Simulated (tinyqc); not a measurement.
Metal gate on a two-layer dielectric stack with fixed charge and a dipole: one step of the calculation.

Gate, layer 2, layer 1, p-type semiconductor; x runs from the gate inwards. Charges are counted in units of +q. psi is the band bending at the surface, positive towards inversion. Classical charge, Boltzmann statistics, no interface traps.

Task. Fields and voltage drops. EOT = 3.9 (t1/e1 + t2/e2), Cox = eps0/(t1/e1 + t2/e2); phi_ms = pM - (chi + Eg - Vt ln(Nv/Na)).

Gauss: D = -Qs just inside the semiconductor; going towards the gate subtract q Q1, then q r1 t1, q Q2 and q r2 t2. Field = D/(eps0 e); the drop over a layer is its mean field times its thickness; Vg = phi_ms + Vd + psi + both drops.

Inputs (values chosen for the exercise); band and dielectric values close to those of silicon, layer 1 close to silicon dioxide, layer 2 close to zirconium oxide:
- T = 250 K (temperature)
- Eg = 1.12 eV (band gap)
- eps_r = 11.8 (relative permittivity)
- Nv = 1.98e19 cm^-3 (valence-band density of states at T)
- chi = 4.08 eV (electron affinity)
- Na = 8.1e16 cm^-3 (acceptor density)
- pM = 4.9 eV (work function of the gate metal)
- t1 = 1.4 nm (thickness of layer 1, next to the semiconductor)
- e1 = 3.91 (relative permittivity of layer 1)
- t2 = 3.5 nm (thickness of layer 2, next to the gate)
- e2 = 25 (relative permittivity of layer 2)
- Q1 = 3.9e11 cm^-2 (fixed charge at the semiconductor interface)
- Q2 = -4.1e11 cm^-2 (fixed charge between the layers)
- r1 = 0 cm^-3 (uniform charge density in layer 1)
- r2 = 0 cm^-3 (uniform charge density in layer 2)
- Vd = -0.05 V (flat-band shift by a dipole layer between the layers)
- ps = 0.357 V (band bending psi of the working point)

Constants: q = 1.602176634e-19 C, kB = 1.380649e-23 J/K, Vt = kB T/q, eps0 = 8.8541878128e-14 F/cm where lengths are in cm. Results are converted to the units shown.

Qs = -0.095377577 uC/cm^2

Wanted: D; field; drop over layer 2; drop over layer 1; Vg.

Result.

```
place                        D (uC/cm^2)  field (MV/cm)
layer 2, gate side              0.098582       0.044536
layer 2, inner side             0.098582       0.044536
layer 1, outer side             0.032893       0.095011
layer 1, semiconductor side     0.032893       0.095011
semiconductor surface           0.095378       0.091288
```

drop over layer 2 = 0.015588 V
drop over layer 1 = 0.013302 V
Vg = 0.15436 V

The same Vg follows from Vfb + psi - Qs/Cox. The largest field, 0.0950 MV/cm in size, is at: layer 1, outer side.

Computed by the program tinyqc: `OMP_NUM_THREADS=1 python tinyqc.py 2010146 2010147 out.jsonl`, one thread of a shared Intel Xeon 2.30GHz, about 0.01 s for the whole run.
